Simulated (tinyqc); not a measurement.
Worked calculation: exchange-only LDA atom on a uniform radial grid, spin-unpolarised, for He. Computed by tinyqc, a small Python program that keeps every step. Settings: Z = 2, points = 128, R = 10.8, functional = Slater exchange alone, mixing = 0.6, iteration cap = 70. Command: `OMP_NUM_THREADS=1 python tinyqc.py 29349 29350 out.jsonl` (the two numbers bound the seeds that draw the settings). One thread of a shared host (Intel(R) Xeon(R) Processor @ 2.60GHz), about 0.04 s of CPU time with the checks. Later iterations appear only in the table of the cycle.

## Iteration 1

Spherical atom on a uniform radial grid r_j = j h with h = R/(N + 1), h sum u^2 = 1 and integrals as h times sums, u(0) = u(R) = 0 (atomic units):
```
parameter            value
Z                        2
points N               128
R                10.800000
h                 0.083721
mixing            0.600000
electrons in 1s          2
```

Three-point differences turn -u''/2 + [l(l+1)/2r^2 - Z/r + V] u = e u into a tridiagonal matrix (diagonal 1/h^2 + potential, off-diagonal -1/2h^2). D = sum f u^2; the Hartree potential y/r solves y'' = -D/r with y(0) = 0, y(R) = N_e; v_xc comes from rho = D/(4 pi r^2); E = sum f e - int D V + int D (V_H/2 + eps_xc); V(new) = V + mixing (V_H + v_xc - V).

eigenvalues (hartree): 1s -1.9862

Every 8th grid point:
```
r          V in     u(1s)         D     V_H       v_xc
0.6698   0.0000    0.9918    1.9674  2.5045    -0.6933
1.3395   0.0000    0.5229    0.5468  1.4668    -0.2850
2.0093   0.0000    0.2067    0.0855  0.9937    -0.1172
2.6791   0.0000    0.0727    0.0106  0.7464    -0.0482
3.3488   0.0000    0.0239    0.0011  0.5972    -0.0198
4.0186   0.0000    0.0076  1.15e-04  0.4977    -0.0081
4.6884   0.0000    0.0023  1.08e-05  0.4266    -0.0033
5.3581   0.0000    0.0007  9.84e-07  0.3733    -0.0014
6.0279   0.0000  2.08e-04  8.66e-08  0.3318    -0.0006
6.6977   0.0000  6.09e-05  7.42e-09  0.2986  -2.33e-04
7.3674   0.0000  1.77e-05  6.24e-10  0.2715  -9.56e-05
8.0372   0.0000  5.08e-06  5.16e-11  0.2488  -3.93e-05
8.7070   0.0000  1.45e-06         0  0.2297  -1.62e-05
9.3767   0.0000  4.10e-07         0  0.2133     0.0000
10.0465  0.0000  1.10e-07         0  0.1991     0.0000
10.7163  0.0000  8.89e-09         0  0.1866     0.0000
```

total energy = -2.546515 hartree

## Iteration 2

As before.

eigenvalues (hartree): 1s -0.9501

Every 8th grid point:
```
r          V in     u(1s)         D     V_H       v_xc
0.6698   1.0867    0.9317    1.7360  2.3166    -0.6650
1.3395   0.7091    0.6051    0.7324  1.4331    -0.3142
2.0093   0.5259    0.3122    0.1949  0.9886    -0.1542
2.6791   0.4189    0.1477    0.0436  0.7457    -0.0773
3.3488   0.3464    0.0668    0.0089  0.5971    -0.0393
4.0186   0.2937    0.0295    0.0017  0.4977    -0.0202
4.6884   0.2539    0.0128  3.27e-04  0.4266    -0.0104
5.3581   0.2231    0.0055  6.01e-05  0.3733    -0.0054
6.0279   0.1987    0.0023  1.08e-05  0.3318    -0.0028
6.6977   0.1790    0.0010  1.93e-06  0.2986    -0.0015
7.3674   0.1628  4.12e-04  3.40e-07  0.2715    -0.0008
8.0372   0.1493  1.72e-04  5.92e-08  0.2488  -4.11e-04
8.7070   0.1378  7.13e-05  1.02e-08  0.2297  -2.17e-04
9.3767   0.1280  2.90e-05  1.68e-09  0.2133  -1.13e-04
10.0465  0.1194  1.06e-05  2.24e-10  0.1991  -5.53e-05
10.7163  0.1120  1.01e-06         0  0.1866     0.0000
```

total energy = -2.687597 hartree

## Convergence

Stop when input and output potentials agree to 1e-7.

Course of the cycle (hartree):
```
iteration          E    e(1s)  largest |V(out) - V(in)|
1          -2.546515  -1.9862                  2.44e+00
2          -2.687597  -0.9501                  6.25e-01
3          -2.699659  -0.6461                  1.68e-01
4          -2.700256  -0.5567                  5.61e-02
5          -2.700299  -0.5275                  2.08e-02
6          -2.700305  -0.5169                  7.98e-03
7          -2.700306  -0.5129                  3.10e-03
8          -2.700306  -0.5114                  1.21e-03
9          -2.700306  -0.5108                  4.72e-04
10         -2.700306  -0.5106                  1.84e-04
11         -2.700306  -0.5105                  7.20e-05
12         -2.700306  -0.5105                  2.81e-05
13         -2.700306  -0.5104                  1.10e-05
14         -2.700306  -0.5104                  4.28e-06
15         -2.700306  -0.5104                  1.67e-06
16         -2.700306  -0.5104                  6.52e-07
17         -2.700306  -0.5104                  2.54e-07
18         -2.700306  -0.5104                  9.92e-08
```

Converged in 18 iterations. A uniform grid resolves the cusp poorly: for a bare nucleus this grid gives 1s at -1.98617 against -Z^2/2 = -2 hartree. Before convergence this energy mixes input and output and is not variational, so it may rise towards its limit.
